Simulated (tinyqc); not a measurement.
Activation against anneal temperature: dopants and charged point defects at anneal temperature: Fermi-level effect, clustering and pairing. Computed by tinyqc, a small Python program. Command: `OMP_NUM_THREADS=1 python tinyqc.py 3012083 3012084 out.jsonl pairing walk`. One thread of a shared host (Intel(R) Xeon(R) Processor @ 2.30GHz), about 0.02 s of CPU time with the checks.

Boltzmann statistics and full ionisation of active dopants. Energies are counted from the valence band; the defect (a vacancy or self-interstitial) has five charge states, with all degeneracy factors one.

Inputs (values chosen for the exercise, with bands modelled on 4H-SiC):
```
quantity                       value   unit
gap at 0 K E_g0                 3.23     eV
Varshni alpha               0.000317   eV/K
Varshni beta                     720      K
electron mass m_e              0.376    m_0
valleys M_c                        3      -
hole mass m_h                   1.99    m_0
anneal temperature T            1340      K
total dopant density N       1.8e+18  cm^-3
site density N_s             4.5e+22  cm^-3
dopant atoms per cluster k         4      -
cluster binding energy E_b      2.54     eV
```

Dopant: donor. Second part: clustering of the dopant.

Constants: m_0 = 9.1093837015e-31 kg; k_B = 1.380649e-23 J/K; h = 6.62607015e-34 J s; k_B = 8.617333262e-05 eV/K.

Method:
- E_g = E_g0 - alpha T^2/(T + beta).
- N_c = 2 M_c (2 pi m_e k_B T/h^2)^(3/2) and N_v = 2 (2 pi m_h k_B T/h^2)^(3/2), masses in units of m_0.
- n_i = sqrt(N_c N_v) exp(-E_g/2 k_B T); E_i = E_g/2 + (k_B T/2) ln(N_v/N_c).
- n = A/2 + sqrt(A^2/4 + n_i^2) for an active density A.
- k ionised dopants and k carriers form one neutral cluster: C = N_s (A/N_s)^k (n/N_b)^k exp(E_b/k_B T), N_b the effective density of states of the majority band, and N = A + k C (60 bisections in ln A between ln N - 90 and ln N).

Equilibrium activation:
```
T (K)  n_i (cm^-3)  active A (cm^-3)  clusters C (cm^-3)  active share
800     2.6853e+10        1.7985e+18          3.6921e+14        0.9992
940     1.2057e+12        1.8000e+18          5.8442e+11        1.0000
1070    1.7490e+13        1.8000e+18          5.9519e+09        1.0000
1210    1.6839e+14        1.8000e+18          1.1750e+08        1.0000
1340    9.2085e+14        1.8000e+18          5.9945e+06        1.0000
1470    3.7865e+15        1.8000e+18          4.9166e+05        1.0000
1610    1.3638e+16        1.8000e+18          4.9827e+04        1.0000
```

The active share hardly changes over these temperatures.
